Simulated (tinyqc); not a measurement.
Worked calculation: Keating valence-force model of a tetrahedral crystal. Computed by tinyqc, a small Python program that keeps every step. Command: `OMP_NUM_THREADS=1 python tinyqc.py 3008381 3008382 out.jsonl keating walk`. One thread of a shared host (Intel(R) Xeon(R) Processor @ 2.30GHz), about 0.02 s of CPU time with the checks. Intermediate numbers are printed to about 5 digits and carried at full precision; extremes and crossings named in words are read from the listed rows.

Atom A sits at 0 and atom B at a/4 (1,1,1) of an fcc lattice; the four bonds from A are t = a/4 (1,1,1), a/4 (1,-1,-1), a/4 (-1,1,-1), a/4 (-1,-1,1), of length d = sqrt(3) a/4. Energy: E = (3 alpha/(8 d^2)) sum over bonds (r.r - d^2)^2 + (3 beta/(8 d^2)) sum over pairs of bonds at one atom (r_i.r_j + d^2/3)^2, with beta_A for the six pairs at A and beta_B for the six at B. The cell holds two atoms, Omega = a^3/4. 1 N/m = 1 J/m^2.

Inputs (values chosen for the exercise, for a model crystal): lattice constant a = 5.201 angstrom; mass M_A = 70.3 u; mass M_B = 116 u; bond stretching alpha = 51.8 N/m; bond bending beta_A = 22.6 N/m; bond bending beta_B = 22.6 N/m; Born charge Z* = 2.61 e; eps_inf = 14.9; mesh divisions n = 4; temperature T = 400 K.

Structure: zinc blende.

wave vector q (2 pi/a): [0.12, 0.15, 0]

Constants: 1 eV/angstrom^2 = 16.02176634 J/m^2; nu for 1 eV/(angstrom^2 u) = 15.6333042 THz; 1 THz = 33.35640952 1/cm; e^2/(4 pi eps_0) = 14.39964548 eV angstrom; u = 1.6605390666e-27 kg; h x 1 THz = 4.135667696 meV; k_B = 8.617333262e-05 eV/K.

## Dynamical matrix at q

With displacements u exp(i q.r), each bracket changes by g.u, where g = (g_A, g_B): bond t, g = (-2 t, 2 t exp(i q.t)); pair (i, j) at A, g = (-(t_i + t_j), t_i exp(i q.t_j) + t_j exp(i q.t_i)); pair at B, g = (-t_i exp(-i q.t_j) - t_j exp(-i q.t_i), t_i + t_j). Then D_mn = sum over the 4 bonds and 12 pairs of (4 k/a^2) conj(g_m) g_n / sqrt(M_m M_n), with k = alpha or beta converted to eV/angstrom^2. Only the short-range forces enter; the Coulomb field of the charges is left out.

D(q) (eV/(angstrom^2 u)), rows A x, A y, A z, B x, B y, B z:
```
[[0.26689, 0.00335, 0.00000+0.00064i, -0.19647, 0.00353, 0.00000-0.01851i],
 [0.00335, 0.26844, 0.00000+0.00081i, 0.00353, -0.19647, 0.00000-0.01471i],
 [0.00000-0.00064i, 0.00000-0.00081i, 0.26437, 0.00000-0.01851i, 0.00000-0.01471i, -0.19647],
 [-0.19647, 0.00353, 0.00000+0.01851i, 0.16174, 0.00203, 0.00000-0.00039i],
 [0.00353, -0.19647, 0.00000+0.01471i, 0.00203, 0.16268, 0.00000-0.00049i],
 [0.00000+0.01851i, 0.00000+0.01471i, -0.19647, 0.00000+0.00039i, 0.00000+0.00049i, 0.16022]]
```

## Frequencies at q

Diagonalise the Hermitian matrix D. An eigenvalue lambda of D in eV/(angstrom^2 u) gives nu = 15.6333042 THz x sqrt(lambda). The weight on A is the sum of |e|^2 over the three components of atom A.

frequencies (THz): [1.161, 1.378, 1.979, 10.094, 10.114, 10.127]

weights on atom A: [0.37408, 0.37268, 0.36761, 0.62635, 0.62821, 0.63107]

The top mode has 63 % of its weight on A, the lighter atom.

## Elastic constants and internal strain

beta = (beta_A + beta_B)/2; C11 = (alpha + 3 beta)/a, C12 = (alpha - beta)/a, C44 = 4 alpha beta/(a (alpha + beta)); with the two sublattices clamped C44(0) = (alpha + beta)/a; internal-strain parameter zeta = (alpha - beta)/(alpha + beta); B = (C11 + 2 C12)/3.

C11 = 229.96 GPa

C12 = 56.143 GPa

C44 = 121.01 GPa

clamped C44(0) = 143.05 GPa

internal-strain parameter zeta = 0.39247

bulk modulus B = 114.08 GPa

Letting the sublattices shift lowers C44 by 15 %, which is zeta^2. With zeta well below 1 the stiff angles force the bond lengths to change in a shear. The model fixes 2 C44 (C11 + C12)/((C11 - C12)(C11 + 3 C12)) = 1.000 whatever alpha and beta are.

## Optical mode at the zone centre

beta = (beta_A + beta_B)/2; mu = M_A M_B/(M_A + M_B); lambda = 4 (alpha + beta)/mu with the springs in eV/angstrom^2; nu = 15.6333042 THz x sqrt(lambda).

reduced mass mu = 43.772 u

nu_TO at G = 10.184 THz

the same as a wavenumber = 339.70 1/cm

## LO-TO splitting

The long-range field adds 4 pi Z*^2 (e^2/(4 pi eps_0))/(eps_inf Omega mu) to lambda for the longitudinal mode at q -> 0; lambda = (nu/15.6333042 THz)^2; eps_0 = eps_inf (nu_LO/nu_TO)^2 (Lyddane-Sachs-Teller; here eps_0 is the static dielectric constant).

nu_LO at G = 10.809 THz

static dielectric constant = 16.787

The splitting is 6.1 % of nu_TO, and the lattice adds 1.89 to the dielectric constant.

## Frequencies at the zone boundary

The formulas are those given above.

Frequencies (THz) at points given in 2 pi/a:
```
point                nu 1    nu 2    nu 3    nu 4    nu 5    nu 6
X (1, 0, 0)        5.3273  5.3273  7.1430  8.6793  8.6793  9.1756
L (0.5, 0.5, 0.5)  3.8230  3.8230  6.8660  8.9552  9.4391  9.4391
W (1, 0.5, 0)      5.6318  6.0777  6.2558  8.0359  8.8691  9.5713
K (0.75, 0.75, 0)  4.9511  6.1365  6.6001  8.1051  8.8993  9.5571
```

At X the two longitudinal modes are split (7.14 and 9.18 THz) because each moves one sublattice alone.

## Lowest frequency at X

Take the lowest frequency at X = (1, 0, 0) 2 pi/a, the transverse acoustic (TA) mode.

TA frequency at X = 5.3273 THz

## Transverse acoustic branch against its sound line

The sound line is nu = v q/(2 pi) with v = sqrt(C44/rho), rho = (M_A + M_B)/Omega; the clamped line uses C44(0).

Frequencies (THz) along G-X; columns: (1) q (2 pi/a); (2) lowest branch; (3) sound line, relaxed C44; (4) sound line, clamped C44(0); (5) third-lowest frequency; (6) highest frequency:
```
(1)      (2)     (3)     (4)     (5)     (6)
0.05  0.3564  0.3566  0.3877  0.4913  10.182
0.15  1.0658  1.0698  1.1631  1.4664  10.163
0.30  2.1068  2.1396  2.3262  2.8836  10.094
0.45  3.0951  3.2093  3.4893  4.2033   9.966
0.60  3.9929  4.2791  4.6524  5.3771   9.768
0.75  4.7391  5.3489  5.8155  6.3456   9.504
0.90  5.2241  6.4187  6.9786  6.9966   9.246
1.00  5.3273  7.1318  7.7540  7.1430   9.176
```

At small q the branch follows the relaxed line (1.000 of it, against 0.919 of the clamped one): in a long shear wave the sublattices shift against each other. At X it reaches 75 % of the relaxed line. Real tetrahedral semiconductors have flatter TA branches than a Keating model fitted to their elastic constants, which needs longer-ranged terms to mend.

## Thermal sums on a mesh

Mesh: q = sum_i (m_i + 1/2)/n b_i, m_i = 0..n-1, with b = [[-1, 1, 1], [1, -1, 1], [1, 1, -1]] in 2 pi/a; sums over the six modes are averaged over the n^3 points and halved, per atom. With x = h nu/(k_B T) and n = 1/(exp(x) - 1) for each mode: F = k_B T [x/2 + ln(1 - exp(-x))], U = k_B T x (n + 1/2), S/k_B = x n - ln(1 - exp(-x)), C/k_B = x^2 n (n + 1). The acoustic share counts the three lowest modes at each q; zero-point energy = sum h nu/2.

free energy F = -21.255 meV/atom

entropy S = 3.8139 k_B/atom

heat capacity C = 2.8095 k_B/atom

acoustic share of C = 0.51817

zero-point energy = 43.842 meV/atom

C is 94 % of the classical value; acoustic and optical modes carry nearly equal shares.

Checks made by the program: slopes of the acoustic branches along [110] against C11, C12 and the relaxed C44 (relative difference 1e-06); zone-centre optical mode against D(q = 0) (relative difference below 1e-10); longitudinal modes at X against the diagonal of D (relative difference below 1e-10).
